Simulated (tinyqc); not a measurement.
Inside a calculation. Model: vertical double-diffused power MOSFET, components of the on-resistance.

Numbers from tinyqc (`OMP_NUM_THREADS=1 python tinyqc.py 2230022 2230023 out.jsonl`; about 0.01 s on one thread of a shared Intel Xeon 2.30GHz). Printed values are rounded.

Stripe cells of pitch Wp + a, two channels a cell. Current flows through the channels, spreads in the accumulation layer, passes the gap between the p bodies and spreads at 45 degrees into the drift layer below them. Low drain voltage, full ionisation.

Inputs (values chosen for the exercise); bulk values close to those of 4H silicon carbide:
```
symbol  value                    unit                                             meaning
T         450                       K                                         temperature
eps_r    10.1                                                       relative permittivity
Kc      22900  V/cm per (cm^-3)^(1/8)                             critical-field constant
BV        650                       V          rated breakdown voltage of the drift layer
mud       793              cm^2/(V s)                             drift mobility at 300 K
bt        2.1                                  temperature exponent of the drift mobility
tox        53                      nm                    gate oxide thickness (eps_r 3.9)
Vov         7                       V                                      gate overdrive
mch        26              cm^2/(V s)                                    channel mobility
mac       110              cm^2/(V s)                         accumulation-layer mobility
Lc        0.3                      um                                      channel length
Wp          4                      um  width of the p body in one cell, channels included
a         2.2                      um                   gap between neighbouring p bodies
xp          2                      um                                 depth of the p body
Nj          2                                     doping of the gap over the drift doping
Vbi      2.81                       V               built-in voltage of the body junction
Rs       0.33               mohm cm^2                    substrate and contact resistance
```

Constants: q = 1.602176634e-19 C, eps0 = 8.8541878128e-14 F/cm where lengths are in cm. Results are converted to the units shown.

## Drift layer

Triangular field at breakdown with Ec = Kc N^(1/8): BV = eps0 eps_r Ec^2/(2 q N), so N = (eps0 eps_r Kc^2/(2 q BV))^(4/3); W = 2 BV/Ec; mu = mud (T/300 K)^(-bt); rho = 1/(q mu N); ideal resistance rho W.

N = 2.95109e16 cm^-3
Ec = 2.62170 MV/cm
W = 4.95861 um
mu = 338.440 cm^2/(V s)
rho = 0.624921 ohm cm
ideal resistance = 0.309874 mohm cm^2

## Components of the on-resistance

Pitch p = Wp + a, Cox = 3.9 eps0/tox; zero-bias depletion in the gap w0 = sqrt(2 eps0 eps_r Vbi/(q N Nj)), open gap g = a - 2 w0; R_ch = Lc p/(2 mch Cox Vov); R_acc = 0.6 a p/(4 mac Cox Vov), 0.6 being an empirical factor for current leaving the layer along its length; R_gap = (rho/Nj) xp p/g; spreading depth t = min(W, (p - g)/2); R_drift = (rho p/2) ln((g + 2 t)/g) + rho (W - t); R_on = the sum with Rs.

w0 = 0.230537 um
g = 1.73893 um
components (mohm cm^2): channel 0.784285, accumulation 0.407828, gap 0.222811, drift 0.416763, substrate 0.33
R_on = 2.16169 mohm cm^2
shares (%): channel 36.2812, accumulation 18.8662, gap 10.3073, drift 19.2795, substrate 15.2659

The channel term is the largest. R_on is 6.98 times the ideal drift resistance, and spreading raises the drift term to 1.34 times it.
